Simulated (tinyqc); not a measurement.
Plane-wave Kohn-Sham cycle with exchange-only LDA in a layered model solid, step by step. Computed by tinyqc, a small Python program that keeps every step. Settings: points = 16, plane-wave index or count = 3, electrons = 2, k points = 2, area = 16.0, mixing = 0.1, iteration cap = 66, Pulay depth = 3. Command: `OMP_NUM_THREADS=1 python tinyqc.py 30830 30831 out.jsonl` (the two numbers bound the seeds that draw the settings). One thread of a shared host (Intel(R) Xeon(R) Processor @ 2.60GHz), about 0.02 s of CPU time with the checks. Later iterations appear only in the table of the cycle.

## Iteration 1: potential

A solid whose potential varies along x alone (atomic units):
```
parameter                      value
period a                    8.500000
cross-section of the cell  16.000000
electrons per cell                 2
grid points                       16
plane waves -n..n, n               3
k points                           2
V1 in V1 cos(2 pi x/a)     -0.480000
```

density at the start, on the grid x_j = j a/N (e/bohr^3): [0.01470588, 0.01470588, 0.01470588, 0.01470588, 0.01470588, 0.01470588, 0.01470588, 0.01470588, 0.01470588, 0.01470588, 0.01470588, 0.01470588, 0.01470588, 0.01470588, 0.01470588, 0.01470588]

V_H(G) = 4 pi rho(G)/G^2 for G != 0 (uniform background); v_x = -(3 rho/pi)^(1/3); V = V_ext + V_H + v_x; Fourier components f(G_m) = (1/N) sum_j f(x_j) exp(-i G_m x_j).

Potentials on the grid (hartree):
```
x             V_ext       V_H        v_x          V
0.000000  -0.480000  0.000000  -0.241261  -0.721261
0.531250  -0.443462  0.000000  -0.241261  -0.684723
1.062500  -0.339411  0.000000  -0.241261  -0.580672
1.593750  -0.183688  0.000000  -0.241261  -0.424949
2.125000          0  0.000000  -0.241261  -0.241261
2.656250   0.183688  0.000000  -0.241261  -0.057573
3.187500   0.339411  0.000000  -0.241261   0.098150
3.718750   0.443462  0.000000  -0.241261   0.202201
4.250000   0.480000  0.000000  -0.241261   0.238739
4.781250   0.443462  0.000000  -0.241261   0.202201
5.312500   0.339411  0.000000  -0.241261   0.098150
5.843750   0.183688  0.000000  -0.241261  -0.057573
6.375000          0  0.000000  -0.241261  -0.241261
6.906250  -0.183688  0.000000  -0.241261  -0.424949
7.437500  -0.339411  0.000000  -0.241261  -0.580672
7.968750  -0.443462  0.000000  -0.241261  -0.684723
```

V(G_m), m = 0, 1, 2, ... (hartree): [-0.241261, -0.240000, 0.000000, 0.000000, 0.000000, 0.000000, 0.000000]

## Iteration 1: Hamiltonian at one k

k = 0.250000 2 pi / a

H(m,m') = (k + G_m)^2/2 delta + V(G_m - G_m'), with V(-G) = V(G).

H (hartree), order -3, -2, -1, +0, +1, +2, +3:
```
[[1.824867, -0.240000, 0.000000, 0.000000, 0.000000, 0.000000, 0.000000],
 [-0.240000, 0.595435, -0.240000, 0.000000, 0.000000, 0.000000, 0.000000],
 [0.000000, -0.240000, -0.087582, -0.240000, 0.000000, 0.000000, 0.000000],
 [0.000000, 0.000000, -0.240000, -0.224186, -0.240000, 0.000000, 0.000000],
 [0.000000, 0.000000, 0.000000, -0.240000, 0.185625, -0.240000, 0.000000],
 [0.000000, 0.000000, 0.000000, 0.000000, -0.240000, 1.141849, -0.240000],
 [0.000000, 0.000000, 0.000000, 0.000000, 0.000000, -0.240000, 2.644488]]
```

## Iteration 1: levels at that k

Diagonalise the Hermitian matrix.

eigenvalues (hartree): [-0.483754, -0.056576, 0.266870, 0.635927, 1.164479, 1.871101, 2.682449]

## Iteration 1: new density

Motion across x is left out: the lowest 1 band(s) hold two electrons at each of the k points (j + 1/2)/nk - 1/2. Residual R = rho(out) - rho(in); rho(new) = rho(in) + 0.1 R. rho(out) = 2/(a A nk) sum |psi|^2 with psi = sum c exp(i G x). Harris energy E = band energy - dV sum rho (V_H/2 + v_x) + (3/4) dV sum rho v_x with rho(in), dV = a A/N, band energy = (2/nk) sum of the filled levels.

rho(out) (e/bohr^3): [0.04746048, 0.04157047, 0.02805121, 0.01479256, 0.00627364, 0.00223855, 0.00071105, 0.00022195, 0.00011477, 0.00022195, 0.00071105, 0.00223855, 0.00627364, 0.01479256, 0.02805121, 0.04157047]

density after iteration 1 (e/bohr^3): [0.01798134, 0.01739234, 0.01604042, 0.01471455, 0.01386266, 0.01345915, 0.01330640, 0.01325749, 0.01324677, 0.01325749, 0.01330640, 0.01345915, 0.01386266, 0.01471455, 0.01604042, 0.01739234]

energy per cell = -0.84687708 hartree

## Iteration 2: potential

As before.

Potentials on the grid (hartree):
```
x             V_ext        V_H        v_x          V
0.000000  -0.480000   0.055082  -0.257987  -0.682905
0.531250  -0.443462   0.049455  -0.255139  -0.649146
1.062500  -0.339411   0.034532  -0.248349  -0.553228
1.593750  -0.183688   0.014862  -0.241309  -0.410135
2.125000          0  -0.004987  -0.236559  -0.241546
2.656250   0.183688  -0.021981  -0.234241  -0.072534
3.187500   0.339411  -0.034625  -0.233352   0.071434
3.718750   0.443462  -0.042336  -0.233065   0.168061
4.250000   0.480000  -0.044921  -0.233002   0.202077
4.781250   0.443462  -0.042336  -0.233065   0.168061
5.312500   0.339411  -0.034625  -0.233352   0.071434
5.843750   0.183688  -0.021981  -0.234241  -0.072534
6.375000          0  -0.004987  -0.236559  -0.241546
6.906250  -0.183688   0.014862  -0.241309  -0.410135
7.437500  -0.339411   0.034532  -0.248349  -0.553228
7.968750  -0.443462   0.049455  -0.255139  -0.649146
```

V(G_m), m = 0, 1, 2, ... (hartree): [-0.240938, -0.221049, 0.000282, -0.000202, -0.000021, 0.000005, 0.000002]

## Iteration 2: Hamiltonian at one k

k = 0.250000 2 pi / a

As before.

H (hartree), order -3, -2, -1, +0, +1, +2, +3:
```
[[1.825190, -0.221049, 0.000282, -0.000202, -0.000021, 0.000005, 0.000002],
 [-0.221049, 0.595758, -0.221049, 0.000282, -0.000202, -0.000021, 0.000005],
 [0.000282, -0.221049, -0.087260, -0.221049, 0.000282, -0.000202, -0.000021],
 [-0.000202, 0.000282, -0.221049, -0.223863, -0.221049, 0.000282, -0.000202],
 [-0.000021, -0.000202, 0.000282, -0.221049, 0.185948, -0.221049, 0.000282],
 [0.000005, -0.000021, -0.000202, 0.000282, -0.221049, 1.142172, -0.221049],
 [0.000002, 0.000005, -0.000021, -0.000202, 0.000282, -0.221049, 2.644811]]
```

## Iteration 2: levels at that k

As before.

eigenvalues (hartree): [-0.455804, -0.050828, 0.256798, 0.629743, 1.161279, 1.864500, 2.677068]

## Iteration 2: new density

B (overlaps of the stored error matrices):
```
[[4.3497408e-03, 3.8170707e-03],
 [3.8170707e-03, 3.3507416e-03]]
```

Motion across x is left out: the lowest 1 band(s) hold two electrons at each of the k points (j + 1/2)/nk - 1/2. Residual R = rho(out) - rho(in); rho(new) = rho(in) + 0.1 R; Pulay mixing then takes sum c_i of the stored mixed densities, with c from B_ij = sum R_i R_j as in DIIS. rho(out) = 2/(a A nk) sum |psi|^2 with psi = sum c exp(i G x). Harris energy E = band energy - dV sum rho (V_H/2 + v_x) + (3/4) dV sum rho v_x with rho(in), dV = a A/N, band energy = (2/nk) sum of the filled levels.

rho(out) (e/bohr^3): [0.04633945, 0.04082099, 0.02802486, 0.01521104, 0.00671071, 0.00251079, 0.00084144, 0.00028071, 0.00015359, 0.00028071, 0.00084144, 0.00251079, 0.00671071, 0.01521104, 0.02802486, 0.04082099]

DIIS coefficients: [-7.029261, 8.029261]

density after iteration 2 (e/bohr^3): [0.04075081, 0.03620382, 0.02566304, 0.01511319, 0.00812017, 0.00466843, 0.00329796, 0.00283809, 0.00273391, 0.00283809, 0.00329796, 0.00466843, 0.00812017, 0.01511319, 0.02566304, 0.03620382]

energy per cell = -0.79441535 hartree

## Convergence

Stop when sqrt(dV sum R^2) is below 1e-8, dV = a A/N.

Course of the cycle:
```
iteration  E (hartree)  norm of the residual
1          -0.84687708              1.92e-01
2          -0.79441535              1.69e-01
3          -0.62495420              3.66e-02
4          -0.66106380              8.29e-02
5          -0.62496242              2.34e-02
6          -0.62381761              2.89e-04
7          -0.62381731              3.51e-05
8          -0.62381731              2.90e-05
9          -0.62381731              2.48e-05
10         -0.62381731              2.12e-05
11         -0.62381731              1.61e-05
...                ...                   ...
31         -0.62381731              1.14e-07
32         -0.62381731              9.76e-08
33         -0.62381731              6.31e-08
34         -0.62381731              5.44e-08
35         -0.62381731              3.49e-08
36         -0.62381731              3.09e-08
37         -0.62381731              2.07e-08
38         -0.62381731              1.83e-08
39         -0.62381731              1.39e-08
40         -0.62381731              1.12e-08
41         -0.62381731              9.43e-09
```

Converged in 41 iterations. Before convergence this energy mixes input and output and is not variational, so it may rise towards its limit.
